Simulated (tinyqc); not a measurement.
Sharing a fixed EOT between the layers.

Without charge in the stack, a voltage of 0.8 V over an EOT of 0.49 nm gives F1 = (V/EOT)(3.9/e1) and F2 = F1 e1/e2; t2 = e2 (EOT/3.9 - t1/e1).

Parameters, values chosen for the exercise:
```
symbol,value,unit,meaning
e1,9.15,,relative permittivity of layer 1
e2,22,,relative permittivity of layer 2
```

Results:
```
t1 (nm)	t2 (nm)	physical thickness (nm)	drop over layer 1 (V)	drop over layer 2 (V)
0	2.764	2.764	0	0.8000
0.14	2.427	2.567	0.09742	0.7026
0.28	2.091	2.371	0.1948	0.6052
0.42	1.754	2.174	0.2923	0.5077
0.56	1.418	1.978	0.3897	0.4103
0.7	1.081	1.781	0.4871	0.3129
0.98	0.4078	1.388	0.6820	0.1180
```

Estimate the missing row, t1 = 0.84 nm.

Computed row:
```
t1 (nm)	t2 (nm)	physical thickness (nm)	drop over layer 1 (V)	drop over layer 2 (V)
0.84	0.7444	1.584	0.5845	0.2155
```

With this row back in the table: Each 0.1 nm of layer 1 costs 0.240 nm of layer 2, so the physical thickness falls from 2.76 to 1.39 nm. The fields do not change, 6.96 MV/cm in layer 1 and 2.89 MV/cm in layer 2, and layer 1 takes half of the voltage at t1 = 0.575 nm.

Computed by the program tinyqc: `OMP_NUM_THREADS=1 python tinyqc.py 2010055 2010056 out.jsonl`, one thread of a shared Intel Xeon 2.30GHz, about 0.01 s for the whole run.
